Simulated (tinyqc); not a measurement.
Programming of a floating-gate cell by Fowler-Nordheim tunnelling: one step of the calculation.

Per tunnel area the floating gate has Ctun = 3.9 eps0/tox to the channel (0 V) and Ccg to the control gate, Ct = Ctun/(1 - ag), no other coupling. With the threshold shift U = -Q/Ccg the field is F = ag (Vg - U)/tox, and dU/dt = J/Ccg. Fowler-Nordheim: J = A F^2 exp(-B/F), A = q^2/(16 pi^2 hbar mo phi) (times 1e14 for A/cm^2 with F in V/nm, emitter mass m0), B = (4/3) sqrt(mo/C) phi^1.5, C = hbar^2/(2 m0).

Question. Constants of the cell. A, B, Ccg = ag Ct, the starting field and current, K = A B ag/(Ccg tox), and the knee time t0 = exp(B/F(0))/K.

Inputs (values chosen for the exercise); oxide values close to those of silicon dioxide: tunnel barrier phi = 3.08 eV; tunnelling mass mo = 0.48 m0; tunnel oxide thickness tox = 7.8 nm; coupling ratio Ccg/Ct ag = 0.54; tunnel area ar = 1600 nm^2; threshold shift at the start Vt0 = -2.5 V; control-gate voltage Vg = 12.9 V.

Constants: q = 1.602176634e-19 C, hbar = 1.054571817e-34 J s, m0 = 9.1093837015e-31 kg, eps0 = 8.8541878128e-14 F/cm where lengths are in cm, hbar^2/(2 m0) = 0.0380998212 eV nm^2. Results are converted to the units shown.

Give: A; B; Ccg; F(0); J(0); K; t0; electrons for 1 V of shift.

Answer.

A = 1.0426e8 A cm^-2 (V/nm)^-2
B = 25.581 V/nm
Ccg = 0.51970 uF/cm^2
F(0) = 1.0662 V/nm
J(0) = 0.0045007 A/cm^2
K = 3.5531e14 1/s
t0 = 74.113 us
electrons for 1 V of shift = 51.900

Range of the model: Programming fields of 10 MV/cm and more wear the oxide; trapping and the channel potential are ignored.

tinyqc, about 0.01 s, one thread, Intel Xeon 2.30GHz (shared host): `OMP_NUM_THREADS=1 python tinyqc.py 2130077 2130078 out.jsonl`
